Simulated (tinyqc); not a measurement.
From results back to parameters: metal-induced gap states at the contact of a metal chain and a two-band chain. Three cases, with inputs chosen for the exercise.

Problem. With gap states the barrier for electrons is phi = S (W - chi - p) + p, W being the work function of the metal, S the pinning factor and p the depth of the neutrality level below the conduction edge. The barriers for two metals come from hidden S and p, those of the chain and not of a measured contact.

Find: S, p (eV).

Method. The slope of the barrier against W is S; then p = (phi1 - S (W1 - chi))/(1 - S).

Case 1.

Values chosen (out of a larger set: gap and optical dielectric constant near those of Ge; the chain itself is a model; not measured data): W1 = 4.11 eV (work function of metal 1); W2 = 5.33 eV (of metal 2); chi = 3.92 eV (electron affinity).

barriers (eV): metal 1 0.25300, metal 2 0.37500

Solution.

S, p (eV): 0.100  0.260

Case 2.

Values chosen (out of a larger set: gap and optical dielectric constant near those of SiC; the chain itself is a model; not measured data): W1 = 4.3 eV (work function of metal 1); W2 = 5.56 eV (of metal 2); chi = 3.58 eV (electron affinity).

barriers (eV): metal 1 0.88684, metal 2 1.90240

Solution.

S, p (eV): 0.806  1.580

Case 3.

Values chosen (out of a larger set: gap and optical dielectric constant near those of Si; the chain itself is a model; not measured data): W1 = 4.14 eV (work function of metal 1); W2 = 5.3 eV (of metal 2); chi = 4.06 eV (electron affinity).

barriers (eV): metal 1 0.47270, metal 2 0.73950

Solution.

S, p (eV): 0.230  0.590

Computed by tinyqc, one run a case: `OMP_NUM_THREADS=1 python tinyqc.py N N+1 out.jsonl` with N = 1450892, 1450898, 1450933; one thread of a shared Intel(R) Xeon(R) Processor @ 2.30GHz, about 0.01 s a run at most.
